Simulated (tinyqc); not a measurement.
Inputs raised by 5 %, one at a time: dopant redistribution at a moving silicon-oxide interface during parabolic oxidation. Computed by tinyqc, a small Python program. Command: `OMP_NUM_THREADS=1 python tinyqc.py 3006793 3006794 out.jsonl segox sens`. One thread of a shared host (Intel(R) Xeon(R) Processor @ 2.30GHz), about 0.01 s of CPU time with the checks.

Uniformly doped silicon is oxidised with x_ox = sqrt(B t); the interface advances into the silicon by alpha x_ox, alpha = 0.44. The dopant does not move in the oxide, and at the interface C(silicon) = m C(oxide).

Inputs (values chosen for the exercise, modelled on boron in silicon under steam):
```
quantity                                           value    unit
dopant prefactor D0                                 1.06  cm^2/s
dopant activation energy E                          3.47      eV
oxidation prefactor B0                               413  um^2/h
oxidation activation energy E_B                    0.783      eV
segregation coefficient m = C(silicon)/C(oxide)     0.19       -
bulk doping C_B                                  1.2e+16  1/cm^3
temperature T                                        925       C
time t                                               1.9       h
```

Constants: k_B = 8.617333262e-05 eV/K.

Method:
- D = D0 exp(-E/(k_B T)), converted with 1 cm^2/s = 3.6e11 um^2/h; B = B0 exp(-E_B/(k_B T)); s = alpha sqrt(B/(4 D)), the interface advance over 2 sqrt(D t).
- Temperatures in kelvin are T(C) + 273.15.
- With the dopant diffusivity D and s = alpha x_ox/(2 sqrt(D t)), in the silicon C = C_B + (C_s - C_B) erfc(y/(2 sqrt(D t)))/erfc(s), y from the original surface. Dopant balance at the interface gives C_s/C_B = 1/[1 + (1/(m alpha) - 1) g], g = sqrt(pi) s exp(s^2) erfc(s).
- Consumed silicon held alpha x_ox C_B; the oxide holds x_ox times the dopant concentration in the oxide; the difference is the excess in the silicon; 1 um = 1e-4 cm.

Runs:
```
input moved                                         from        to  ratio C_s/C_B  excess in the silicon (1/cm^2)      s  concentration in the oxide (1/cm^3)
base run                                               -         -        0.08695                      -1.336e+10  3.242                            5.491e+15
dopant activation energy E (eV)                     3.47    3.6435        0.08427                      -2.662e+09  7.510                            5.322e+15
oxidation prefactor B0 (um^2/h)                      413    433.65        0.08680                      -1.309e+10  3.322                            5.482e+15
oxidation activation energy E_B (eV)               0.783   0.82215        0.08834                      -1.564e+10  2.682                            5.579e+15
segregation coefficient m = C(silicon)/C(oxide)     0.19    0.1995        0.09128                      -1.330e+10  3.242                            5.490e+15
time t (h)                                           1.9     1.995        0.08695                      -1.369e+10  3.242                            5.491e+15
bulk doping C_B (1/cm^3)                         1.2e+16  1.26e+16        0.08695                      -1.403e+10  3.242                            5.766e+15
```

Exponents ln(y'/y) / ln(x'/x):
```
input                                            ratio C_s/C_B  excess in the silicon       s  concentration in the oxide
dopant activation energy E                              -0.642                -33.066  17.221                      -0.642
oxidation prefactor B0                                  -0.035                 -0.427   0.500                      -0.035
oxidation activation energy E_B                          0.325                  3.222  -3.886                       0.325
segregation coefficient m = C(silicon)/C(oxide)          0.996                 -0.097   0.000                      -0.004
time t                                                   0.000                  0.500   0.000                       0.000
bulk doping C_B                                          0.000                  1.000   0.000                       1.000
```

Among the inputs moved here: ratio C_s/C_B answers most in size to segregation coefficient m = C(silicon)/C(oxide) (exponent +0.996), next to dopant activation energy E (-0.642); its exponent is below 0.0005 for time t, bulk doping C_B. Its exponent +0.996 in segregation coefficient m = C(silicon)/C(oxide): here C_s/C_B is close to m alpha/g. Its exponent 0.000 in time t: both lengths grow as sqrt(t). Excess in the silicon answers most in size to dopant activation energy E (exponent -33.066), next to oxidation activation energy E_B (+3.222). Its exponent +0.500 in time t: the dose follows the oxide thickness. s answers most in size to dopant activation energy E (exponent +17.221), next to oxidation activation energy E_B (-3.886); its exponent is below 0.0005 for segregation coefficient m = C(silicon)/C(oxide), time t, bulk doping C_B. Its exponent +0.500 in oxidation prefactor B0: s scales as sqrt(B/D). Concentration in the oxide answers most in size to bulk doping C_B (exponent +1.000), next to dopant activation energy E (-0.642); its exponent is below 0.0005 for time t.

Caution (all rows): in this case the oxide is not much thicker than a typical Deal-Grove length A, so real growth is slower than parabolic. Caution (all rows): parabolic growth needs an oxide much thicker than the Deal-Grove length A, which fails for thin films and low temperatures; oxidation-enhanced or retarded diffusion is ignored.
